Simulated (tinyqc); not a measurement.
# Changing the depletion charge N_dep

Model: inversion-layer mobility, back-scattering and ballistic limit of a field-effect transistor. Computed by tinyqc, a small Python program. Command: `OMP_NUM_THREADS=1 python tinyqc.py 3013545 3013546 out.jsonl mos sweep`. One thread of a shared host (Intel(R) Xeon(R) Processor @ 2.30GHz), about 0.01 s of CPU time with the checks.

The charge at the top of the source barrier is fixed by the gate; series resistance and short-channel effects are left out. F_j are Fermi integrals normalised to exp(eta) in the classical limit.

Inputs (values chosen for the exercise, modelled on a strained silicon n-channel):

| quantity | value | unit |
|---|---|---|
| transport mass m | 0.19 | m_0 |
| valley degeneracy g_v | 2 | - |
| weight w of the inversion charge | 0.5 | - |
| permittivity eps | 11.7 | - |
| phonon mobility at 1 MV/cm and 300 K, mu_ph | 660 | cm^2/(V s) |
| roughness mobility at 1 MV/cm, mu_sr | 1800 | cm^2/(V s) |
| Coulomb mobility at N_inv = 1e12/cm^2, mu_C | 780 | cm^2/(V s) |
| electrical oxide thickness t_inv | 2.9 | nm |
| gate overdrive V_G - V_T | 0.51 | V |
| drain voltage V_D | 1.1 | V |
| channel length L | 940 | nm |
| exponent a of the critical length | 0.67 | - |
| temperature T | 300 | K |

Statistics at the top of the barrier: Fermi-Dirac.

Constants: eps_0 = 8.8541878128e-12 F/m; e = 1.602176634e-19 C; m_0 = 9.1093837015e-31 kg; k_B = 1.380649e-23 J/K; hbar = 1.054571817e-34 J s; k_B = 8.617333262e-05 eV/K.

Method:
- N_inv = 3.9 eps_0 (V_G - V_T)/(e t_inv); effective field E_eff = e (N_dep + w N_inv)/(eps eps_0).
- mu_phonon = mu_ph (E_eff/1 MV/cm)^(-0.3) (T/300 K)^(-1.75); mu_rough = mu_sr (E_eff/1 MV/cm)^(-2); mu_Coulomb = mu_C (N_inv/1e12 cm^-2) (T/300 K); Matthiessen's rule adds 1/mu.
- F_j(eta) = (1/Gamma(j + 1)) int_0^infinity x^j/(1 + exp(x - eta)) dx, F_0 = ln(1 + exp(eta)). Integrals over x = E/(k_B T) use 160 Gauss-Legendre points in u = sqrt(x) from 0 to sqrt(max(eta, 0) + 32).
- Ballistic channel: N_2D = g_v m k_B T/(pi hbar^2), U = e V_D/(k_B T); eta_F solves N_inv = (N_2D/2)[F_0(eta_F) + F_0(eta_F - U)]; v_T = sqrt(2 k_B T/(pi m)); I/W = e (N_2D/2) v_T [F_1/2(eta_F) - F_1/2(eta_F - U)]; injection velocity v_T F_1/2(eta_F)/F_0(eta_F).
- Mean free path lambda = (2 k_B T/e)(mu/v_T) F_0(eta_0)/F_-1/2(eta_0), with eta_0 from N_inv = N_2D F_0(eta_0); critical length l = L (1 + U)^(-a), an empirical rule; back-scattering r = l/(l + lambda). Then eta solves N_inv = (N_2D/2)[(1 + r) F_0(eta) + (1 - r) F_0(eta - U)] and I/W = e (N_2D/2) v_T (1 - r)[F_1/2(eta) - F_1/2(eta - U)].
- Ballistic ratio: I over the ballistic current. Apparent mobility 1/(1/mu + 1/mu_B), mu_B = mu L/lambda.

One run for each value:

| depletion charge N_dep (1/cm^2) | effective mobility mu (cm^2/(V s)) | effective field E_eff (MV/cm) | current I/W (microampere/micrometre) |
|---|---|---|---|
| 5.00e+10 | 691.9 | 0.301 | 164.0 |
| 1.00e+11 | 686.8 | 0.309 | 163.0 |
| 2.10e+11 | 676.0 | 0.326 | 160.9 |
| 4.40e+11 | 654.9 | 0.361 | 156.6 |
| 9.10e+11 | 616.4 | 0.434 | 148.8 |
| 1.90e+12 | 549.2 | 0.587 | 134.9 |
| 3.90e+12 | 444.3 | 0.896 | 112.1 |
| 8.00e+12 | 297.5 | 1.530 | 78.0 |

Describe the trends.

Over the rows, effective mobility mu (cm^2/(V s)) falls from 692 to 298 (exponent d ln y / d ln x -0.011 between the first rows and -0.56 between the last); effective field E_eff (MV/cm) rises from 0.301 to 1.53 (exponent d ln y / d ln x 0.037 between the first rows and 0.74 between the last); current I/W (microampere/micrometre) falls from 164 to 78.0 (exponent d ln y / d ln x -0.0088 between the first rows and -0.50 between the last).

Caution (all rows): the current exceeds the long-channel drift law, so the empirical rule for l, meant for short channels, is too generous here.
